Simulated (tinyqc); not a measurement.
Worked calculation: plane-wave Kohn-Sham cycle with exchange-only LDA in a layered model solid. Computed by tinyqc, a small Python program that keeps every step. Settings: points = 16, plane-wave index or count = 3, electrons = 4, k points = 3, area = 35.0, mixing = 0.3, iteration cap = 64, Kerker q0 = 1.08. Command: `OMP_NUM_THREADS=1 python tinyqc.py 31413 31414 out.jsonl` (the two numbers bound the seeds that draw the settings). One thread of a shared host (Intel(R) Xeon(R) Processor @ 2.60GHz), about 0.02 s of CPU time with the checks. Later iterations appear only in the table of the cycle.

## Iteration 1: potential

A solid whose potential varies along x alone (atomic units):
```
parameter                      value
period a                   17.400000
cross-section of the cell  35.000000
electrons per cell                 4
grid points                       16
plane waves -n..n, n               3
k points                           3
V1 in V1 cos(2 pi x/a)     -0.530000
```

density at the start, on the grid x_j = j a/N (e/bohr^3): [0.00656814, 0.00656814, 0.00656814, 0.00656814, 0.00656814, 0.00656814, 0.00656814, 0.00656814, 0.00656814, 0.00656814, 0.00656814, 0.00656814, 0.00656814, 0.00656814, 0.00656814, 0.00656814]

V_H(G) = 4 pi rho(G)/G^2 for G != 0 (uniform background); v_x = -(3 rho/pi)^(1/3); V = V_ext + V_H + v_x; Fourier components f(G_m) = (1/N) sum_j f(x_j) exp(-i G_m x_j).

Potentials on the grid (hartree):
```
x              V_ext       V_H        v_x          V
0.000000   -0.530000  0.000000  -0.184419  -0.714419
1.087500   -0.489656  0.000000  -0.184419  -0.674075
2.175000   -0.374767  0.000000  -0.184419  -0.559185
3.262500   -0.202822  0.000000  -0.184419  -0.387241
4.350000           0  0.000000  -0.184419  -0.184419
5.437500    0.202822  0.000000  -0.184419   0.018404
6.525000    0.374767  0.000000  -0.184419   0.190348
7.612500    0.489656  0.000000  -0.184419   0.305238
8.700000    0.530000  0.000000  -0.184419   0.345581
9.787500    0.489656  0.000000  -0.184419   0.305238
10.875000   0.374767  0.000000  -0.184419   0.190348
11.962500   0.202822  0.000000  -0.184419   0.018404
13.050000          0  0.000000  -0.184419  -0.184419
14.137500  -0.202822  0.000000  -0.184419  -0.387241
15.225000  -0.374767  0.000000  -0.184419  -0.559185
16.312500  -0.489656  0.000000  -0.184419  -0.674075
```

V(G_m), m = 0, 1, 2, ... (hartree): [-0.184419, -0.265000, 0.000000, 0.000000, 0.000000, 0.000000, 0.000000]

## Iteration 1: Hamiltonian at one k

k = 0.000000 2 pi / a

H(m,m') = (k + G_m)^2/2 delta + V(G_m - G_m'), with V(-G) = V(G).

H (hartree), order -3, -2, -1, +0, +1, +2, +3:
```
[[0.402359, -0.265000, 0.000000, 0.000000, 0.000000, 0.000000, 0.000000],
 [-0.265000, 0.076372, -0.265000, 0.000000, 0.000000, 0.000000, 0.000000],
 [0.000000, -0.265000, -0.119221, -0.265000, 0.000000, 0.000000, 0.000000],
 [0.000000, 0.000000, -0.265000, -0.184419, -0.265000, 0.000000, 0.000000],
 [0.000000, 0.000000, 0.000000, -0.265000, -0.119221, -0.265000, 0.000000],
 [0.000000, 0.000000, 0.000000, 0.000000, -0.265000, 0.076372, -0.265000],
 [0.000000, 0.000000, 0.000000, 0.000000, 0.000000, -0.265000, 0.402359]]
```

## Iteration 1: levels at that k

Diagonalise the Hermitian matrix.

eigenvalues (hartree): [-0.586827, -0.338566, -0.103379, 0.120393, 0.277202, 0.577683, 0.588095]

## Iteration 1: new density

Motion across x is left out: the lowest 2 band(s) hold two electrons at each of the k points (j + 1/2)/nk - 1/2. Residual R = rho(out) - rho(in); rho(new) = rho(in) + 0.3 R, with R(G) scaled by G^2/(G^2 + 1.08^2) (Kerker). rho(out) = 2/(a A nk) sum |psi|^2 with psi = sum c exp(i G x). Harris energy E = band energy - dV sum rho (V_H/2 + v_x) + (3/4) dV sum rho v_x with rho(in), dV = a A/N, band energy = (2/nk) sum of the filled levels.

rho(out) (e/bohr^3): [0.01558737, 0.01755766, 0.01639375, 0.00847700, 0.00205509, 0.00021922, 0.00002815, 0.00001870, 0.00000381, 0.00001870, 0.00002815, 0.00021922, 0.00205509, 0.00847700, 0.01639375, 0.01755766]

density after iteration 1 (e/bohr^3): [0.00645543, 0.00705072, 0.00732755, 0.00647721, 0.00600584, 0.00621938, 0.00644096, 0.00652527, 0.00654101, 0.00652527, 0.00644096, 0.00621938, 0.00600584, 0.00647721, 0.00732755, 0.00705072]

energy per cell = -1.66434816 hartree

## Iteration 2: potential

As before.

Potentials on the grid (hartree):
```
x              V_ext        V_H        v_x          V
0.000000   -0.530000   0.030365  -0.183358  -0.682992
1.087500   -0.489656   0.030320  -0.188829  -0.648165
2.175000   -0.374767   0.023576  -0.191269  -0.542459
3.262500   -0.202822   0.007149  -0.183564  -0.379236
4.350000           0  -0.008529  -0.178998  -0.187527
5.437500    0.202822  -0.016763  -0.181095   0.004964
6.525000    0.374767  -0.019768  -0.183220   0.171778
7.612500    0.489656  -0.020706  -0.184016   0.284933
8.700000    0.530000  -0.020924  -0.184164   0.324911
9.787500    0.489656  -0.020706  -0.184016   0.284933
10.875000   0.374767  -0.019768  -0.183220   0.171778
11.962500   0.202822  -0.016763  -0.181095   0.004964
13.050000          0  -0.008529  -0.178998  -0.187527
14.137500  -0.202822   0.007149  -0.183564  -0.379236
15.225000  -0.374767   0.023576  -0.191269  -0.542459
16.312500  -0.489656   0.030320  -0.188829  -0.648165
```

V(G_m), m = 0, 1, 2, ... (hartree): [-0.184344, -0.252262, 0.002037, -0.000129, 0.000514, 0.000402, 0.000085]

## Iteration 2: Hamiltonian at one k

k = 0.000000 2 pi / a

As before.

H (hartree), order -3, -2, -1, +0, +1, +2, +3:
```
[[0.402434, -0.252262, 0.002037, -0.000129, 0.000514, 0.000402, 0.000085],
 [-0.252262, 0.076446, -0.252262, 0.002037, -0.000129, 0.000514, 0.000402],
 [0.002037, -0.252262, -0.119146, -0.252262, 0.002037, -0.000129, 0.000514],
 [-0.000129, 0.002037, -0.252262, -0.184344, -0.252262, 0.002037, -0.000129],
 [0.000514, -0.000129, 0.002037, -0.252262, -0.119146, -0.252262, 0.002037],
 [0.000402, 0.000514, -0.000129, 0.002037, -0.252262, 0.076446, -0.252262],
 [0.000085, 0.000402, 0.000514, -0.000129, 0.002037, -0.252262, 0.402434]]
```

## Iteration 2: levels at that k

As before.

eigenvalues (hartree): [-0.562160, -0.324032, -0.097494, 0.116743, 0.263759, 0.564388, 0.573921]

## Iteration 2: new density

As before.

rho(out) (e/bohr^3): [0.01534323, 0.01731789, 0.01633796, 0.00866887, 0.00222606, 0.00026716, 0.00003500, 0.00001865, 0.00000388, 0.00001865, 0.00003500, 0.00026716, 0.00222606, 0.00866887, 0.01633796, 0.01731789]

density after iteration 2 (e/bohr^3): [0.00642528, 0.00747611, 0.00797222, 0.00644374, 0.00553900, 0.00588530, 0.00629744, 0.00646743, 0.00650255, 0.00646743, 0.00629744, 0.00588530, 0.00553900, 0.00644374, 0.00797222, 0.00747611]

energy per cell = -1.58776145 hartree

## Convergence

Stop when sqrt(dV sum R^2) is below 1e-8, dV = a A/N.

Course of the cycle:
```
iteration  E (hartree)  norm of the residual
1          -1.66434816              1.81e-01
2          -1.58776145              1.71e-01
3          -1.51730126              1.63e-01
4          -1.45268426              1.54e-01
5          -1.39355438              1.47e-01
6          -1.33953795              1.40e-01
7          -1.29026864              1.33e-01
8          -1.24539810              1.27e-01
9          -1.20459952              1.21e-01
10         -1.16756806              1.15e-01
11         -1.13401970              1.09e-01
...                ...                   ...
54         -0.87939072              2.71e-03
55         -0.87938318              2.43e-03
56         -0.87937725              2.18e-03
57         -0.87937259              1.96e-03
58         -0.87936891              1.76e-03
59         -0.87936601              1.58e-03
60         -0.87936373              1.42e-03
61         -0.87936192              1.27e-03
62         -0.87936049              1.14e-03
63         -0.87935936              1.02e-03
64         -0.87935846              9.19e-04
```

Not converged within 64 iterations: the residual falls steadily but slowly, by a factor of about 0.90 a step. Reruns (cap 100 unless said): mixing 0.1: not converged; mixing 0.5, Kerker q0 1.0: converged in 87 (E = -0.87935); mixing 0.3, Pulay depth 5: converged in 42 (E = -0.87935); the original settings with a cap of 400: converged in 170 (E = -0.87935).
